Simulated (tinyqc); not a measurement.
# Worked calculation: transistor under a ferroelectric capacitor (negative capacitance), static model

Numbers from tinyqc (`OMP_NUM_THREADS=1 python tinyqc.py 2860019 2860020 out.jsonl`; about 0.02 s on one thread of a shared Intel Xeon 2.30GHz). Printed values are rounded.

A ferroelectric film of thickness tf lies between the gate and an inner metal at potential v, which drives an ordinary transistor. One domain, P = Q (background permittivity neglected): Vg = v + tf (2 al Q + 4 be Q^3), al = -3 sqrt(3) Ec/(4 Pr), be = 3 sqrt(3) Ec/(8 Pr^3). Gate charge Q(v) = Qi + Cp v with the channel charge Qi = Cox n Vt ln(1 + exp((v - VT)/(n Vt))). Q in uC/cm^2, E in kV/cm; 1 nm times 1 kV/cm is 1e-4 V. Domains, leakage and the switching time are left out.

Inputs (values chosen for the exercise); Pr and Ec close to those of hafnium oxide based films: temperature T = 400 K; remanent polarisation Pr = 11 uC/cm^2; coercive field Ec = 1200 kV/cm; capacitance of the inner oxide Cox = 2.9 uF/cm^2; overlap capacitance per gate area Cp = 0.73 uF/cm^2; threshold of the inner transistor VT = 0.42 V; subthreshold factor of the inner transistor n = 1.08; ferroelectric thickness tf = 8.5 nm; gate voltage Vg = 0.19 V.

Constants: q = 1.602176634e-19 C, kB = 1.380649e-23 J/K, Vt = kB T/q. Results are converted to the units shown.

## Landau coefficients and capacitance at zero charge

al = -3 sqrt(3) Ec/(4 Pr), be = 3 sqrt(3) Ec/(8 Pr^3); C_FE(0) = 1/(2 al tf); far below threshold the gain is 1/(1 + 2 al tf Cp) near Q = 0 and the swing n Vt ln 10/gain.

al = -141.713 kV cm/uC
be = 0.585592 kV cm^5/uC^3
C_FE(0) = -4.15088 uF/cm^2
gain near Q = 0 = 1.21340
swing = 70.6432 mV/decade

The swing is below Vt ln 10 = 79.4 mV a decade; without the film it is 85.7.

## Gate voltage against inner potential

| point | v (V) |
|---|---|
| 0 | 0 |
| 1 | 0.15 |
| 2 | 0.3 |
| 3 | 0.45 |
| 4 | 0.6 |
| 5 | 0.75 |
| 6 | 0.9 |
| 7 | 1.05 |
| 8 | 1.2 |

Q(v) and Vg(v) as above. C = dQ/dv = Cox/(1 + exp(-(v - VT)/(n Vt))) + Cp; dVg/dv = 1 + C tf (2 al + 12 be Q^2); gain = dv/dVg.

| point | Q (uC/cm^2) | C (uF/cm^2) | Vg (V) | dVg/dv |
|---|---|---|---|---|
| 0 | 0.00000 | 0.730037 | 0.000000 | 0.824125 |
| 1 | 0.10958 | 0.732052 | 0.123604 | 0.823692 |
| 2 | 0.22322 | 0.841046 | 0.246247 | 0.797632 |
| 3 | 0.45537 | 2.73456 | 0.340484 | 0.344596 |
| 4 | 0.96085 | 3.60714 | 0.370284 | 0.150886 |
| 5 | 1.50452 | 3.62959 | 0.394324 | 0.174660 |
| 6 | 2.04900 | 3.62999 | 0.423498 | 0.216519 |
| 7 | 2.59350 | 3.63000 | 0.459926 | 0.271327 |
| 8 | 3.13800 | 3.63000 | 0.505539 | 0.338992 |

dVg/dv is positive at all listed points; its smallest value, 0.151, means a gain of 6.63. Minimising dVg/dv over v puts the thickness at which the fold first appears at 10.0 nm.

## Iteration 1: inner potential by Newton steps

v at the start = 0.19 V

f = v + tf (2 al Q + 4 be Q^3) - Vg, f' = 1 + C tf (2 al + 12 be Q^2) with C = Cox/(1 + exp(-(v - VT)/(n Vt))) + Cp; v(new) = v - f/f'.

Q = 0.138924 uC/cm^2
f = -0.0334631 V
f' = 0.822773
v after iteration 1 = 0.230671 V

## Iteration 2: inner potential by Newton steps

As before.

Q = 0.169055 uC/cm^2
f = -4.68173e-5 V
f' = 0.819968
v after iteration 2 = 0.230728 V

## Course of the iteration: inner potential by Newton steps

Stop when v changes by less than 1e-10 V, or after 30 iterations.

Course of the iteration:

| iteration | v (V) | \|change\| (V) |
|---|---|---|
| 1 | 0.230671 | 0.0407 |
| 2 | 0.230728 | 5.71e-5 |
| 3 | 0.230728 | 2.26e-10 |
| 4 | 0.230728 | 0 |

Converged in 4 iterations. The change falls from 0.041 in the first iteration to below the tolerance in the last. There dVg/dv = 0.820, a gain of 1.22.
